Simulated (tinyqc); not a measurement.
Lattice vibrations of a chain, step by step. Computed by tinyqc, a small Python program that keeps every step. Command: `OMP_NUM_THREADS=1 python tinyqc.py 25114 25115 out.jsonl` (the two numbers bound the seeds that draw the settings). One thread of a shared host (Intel(R) Xeon(R) Processor @ 2.60GHz), about 0.01 s of CPU time with the checks.

## Dynamical matrix at q = 0.17

A chain moving along its axis:
```
atom                 mass (u)  spring to the next atom (eV/angstrom^2)
1                   52.300000                                16.900000
2                   22.400000                                25.000000
3                  115.200000                                11.400000
4                   80.600000                                28.700000
second neighbours           -                                 2.700000
```

q is in units of 2 pi/a. A spring k from atom i to atom j, n cells on, adds k to Phi_ii and Phi_jj, -k exp(2 pi i q n) to Phi_ij and the conjugate to Phi_ji (for one atom a cell: 2k (1 - cos 2 pi q n)); D_ij = Phi_ij / sqrt(m_i m_j).

D(q) (eV/(angstrom^2 u)), lower triangle (Hermitian):
```
                     1                    2          3         4
1             0.975143
2            -0.493755             2.111607
3  -0.051542-0.030482i            -0.492141   0.362847
4  -0.212955-0.387364i  -0.094156-0.055684i  -0.118307  0.564516
```

## Frequencies

omega^2 are the eigenvalues; wavenumber = 521.4708 sqrt(eigenvalue) 1/cm.

eigenvalues: 0.029892  0.422574  1.164427  2.397221

wavenumbers (1/cm): 90.2  339.0  562.7  807.4

weights |e|^2 of the mass-weighted modes:
```
          mode 1    mode 2    mode 3    mode 4
atom 1  0.186773  0.143572  0.564912  0.104743
atom 2  0.078377  0.011557  0.062661  0.847405
atom 3  0.438509  0.486548  0.028811  0.046132
atom 4  0.296340  0.358324  0.343615  0.001720
```

## Dispersion and heat capacity

C/k_B per atom = mean over q = (j + 1/2)/80, j = 0..39 and all branches of y^2 e^y/(e^y - 1)^2, y = hc wavenumber / k_B T.

Wavenumbers (1/cm):
```
q           branch 1    branch 2    branch 3    branch 4
0.000000    0.000000  351.867081  563.044282  806.682107
0.062500   33.461307  350.111492  562.994394  806.786790
0.125000   66.628061  344.871777  562.854395  807.083898
0.187500   99.201180  336.230568  562.650456  807.525804
0.250000  130.868646  324.331865  562.418203  808.042903
0.312500  161.282519  309.400089  562.194579  808.555576
0.375000  189.972664  291.820447  562.011483  808.986795
0.437500  215.835498  272.643035  561.892345  809.273214
0.500000  231.123133  259.586888  561.851104  809.373468
```

Heat capacity:
```
T (K)  C/k_B per atom
20           0.042913
50           0.111829
100          0.246557
200          0.493762
300          0.669258
600          0.885581
1200         0.968429
```

zero-point energy per atom = 28.118343 meV
